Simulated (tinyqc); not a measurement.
Thermal resistances of a two-die stack.

Problem. Heat leaves through the lower die only, and the system is linear. Find the resistance R1 from the lower die to the coolant, R2 between the dies, and the rise of the upper die when both are powered.

Parameters, values chosen for the exercise: power of the lower die P1 = 45 W; power of the upper die P2 = 13 W.

rises of the lower and upper die with only the lower one powered (K): 10.8  10.8
rises of the lower and upper die with only the upper one powered (K): 3.12  8.32

Solution. With only the lower die powered no heat crosses R2, so both dies rise by P1 R1; the difference in the second test is P2 R2; rises add.

R1 = 0.2400 K/W
R2 = 0.4000 K/W
rise of the upper die = 19.12 K

tinyqc, about 0.03 s, one thread, Intel Xeon 2.30GHz (shared host): `OMP_NUM_THREADS=1 python tinyqc.py 2162243 2162244 out.jsonl`
